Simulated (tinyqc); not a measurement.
Dielectric confinement in a thin film (image charges): sweeps and comparisons. A value that a table varies takes the place of the one given here.

A film |z| < t/2 of dielectric constant eps between half-spaces of dielectric constant e2; lam = (eps - e2)/(eps + e2), q = e^2/(4 pi eps0). The self-energy of a band edge is taken with the high-frequency value, e2 = eh, and the field of a fixed ion with the static one, e2 = eo. A charge at z has images lam^|n| at n t + (-1)^n z. Its self-energy is S(z) = (q/2 eps) sum over n >= 1 of lam^n [1/(n t - 2z) + 1/(n t + 2z)] for odd n and 2 lam^n/(n t) for even n; at the centre S(0) = -(q/(eps t)) ln(1 - lam).

Donor at the centre, lam from the static eo, trial function cos(pi z/t) exp(-rho/l): E(l) = c/(m l^2) - (q/eps) times the integral over k of F(k t) (1 + (k l/2)^2)^(-3/2), with F(x) = F0 + 2 lam exp(-x) G/(1 - lam exp(-x)), F0 = 2[(1 - exp(-x/2))/x + x (1 + exp(-x/2))/(x^2 + 4 pi^2)], G = 2 sinh(x/2)[1/x - x/(x^2 + 4 pi^2)]; c = hbar^2/2m0. The binding energy is -E at the minimum, counted from the subband edge with its self-energy.

Constants: e^2/(4 pi eps0) = 14.39964547 eV angstrom; hbar^2/2m0 = 3.80998211 eV angstrom^2; Ry = 13.60569312 eV.

Inputs chosen for the exercise (near those of a Ge film between layers of Si3N4; not measured data):
- eps = 16 (dielectric constant of the film)
- eh = 4.1 (high-frequency dielectric constant outside)
- eo = 7.5 (static dielectric constant outside)
- m = 0.153 m0 (mass in the plane)
- mz = 0.122 m0 (mass across the film)
- ts = (12, 18, 26, 38, 55, 80, 120) angstrom (thicknesses)
- t = 32 angstrom (film thickness)

## Thinning the film

<S> is the mean over (2/t) cos^2(pi z/t); confinement c (pi/t)^2/mz; donor binding with and without images.

Results:
```
t (angstrom)  <S> (meV)  confinement (meV)  binding, no images (meV)  binding (meV)  l (angstrom)
12                 77.0             2140.4                      26.9           63.0          25.6
18                 51.4              951.3                      25.1           53.2          28.8
26                 35.6              455.9                      23.3           45.1          32.2
38                 24.3              213.4                      21.1           37.6          36.3
55                 16.8              101.9                      18.8           31.1          41.0
80                 11.6               48.2                      16.5           25.4          46.7
120                 7.7               21.4                      14.0           20.2          54.0
```

What can be read from the table?

Between 120 and 12 angstrom the binding goes from 20.2 to 63.0 meV; quantum confinement alone would take it from 14.0 to 26.9, so the images supply +6.3 and +36.0 meV. |<S>| goes as 1/t and exceeds the confinement energy beyond 333 angstrom. Hard-wall energies above 300 meV (up to t = 26 angstrom) overstate the confinement: walls are finite and valleys non-parabolic.

## Choice of the surrounding dielectric

The same film between different dielectrics; in this table one value e2 serves for both eo and eh.

Results:
```
case         lam  <S> (meV)  binding (meV)  l (angstrom)
e2 = 1     0.882       65.7          125.4          29.1
e2 = 2.5   0.730       41.3           82.0          30.6
e2 = 3.9   0.608       30.1           63.6          31.7
e2 = 7.5   0.362       14.9           40.9          34.3
e2 = 16    0.000        0.0           22.1          39.0
e2 = 25   -0.220       -6.9           14.7          42.8
e2 = 80   -0.667      -18.5            4.8          55.9
```

How do the results move?

The binding spans a factor 26.0, from 125 meV in vacuum to 4.8 meV for e2 = 80; going from 3.9 to 25 changes it by -48.8 meV and the band edge by -37.1 meV, so the binding responds 1.32 times as much as the edge (for an orbit much smaller than t the binding would change by twice the change of S(0), -63.8 meV; here l/t = 0.99 for e2 = 3.9).

## What each parameter does

<S> is the mean over (2/t) cos^2(pi z/t). Each row changes one parameter from the base and keeps the others.

Results:
```
case             lam from eh  <S> (meV)  binding (meV)  l (angstrom)
base                   0.592       28.9           40.9          34.3
t = 42 angstrom        0.592       22.0           35.7          37.5
eps = 14.4             0.557       29.3           44.4          32.4
eo = 10.5              0.592       28.9           31.5          36.2
eh = 5.3               0.502       22.7           40.9          34.3
m = 0.184 m0           0.592       28.9           44.9          30.3
```

What can be read from the table?

The largest shifts from the base row, up to three for each result and ties (the steps differ in size, so this ranks the rows, not the parameters). lam from eh: eh -0.090, eps -0.035; unchanged at the printed digits by t, eo and m. <S> (meV): t -6.9, eh -6.2, eps +0.4; unchanged at the printed digits by eo and m. binding (meV): eo -9.4, t -5.1, m +4.0; unchanged at the printed digits by eh. l (angstrom): m -4.0, t +3.2, eps -1.9; unchanged at the printed digits by eh.

Run: tinyqc, `OMP_NUM_THREADS=1 python tinyqc.py 1280629 1280630 out.jsonl`; Intel(R) Xeon(R) Processor @ 2.30GHz, one thread, shared host; about 0.03 s of CPU time with all checks.
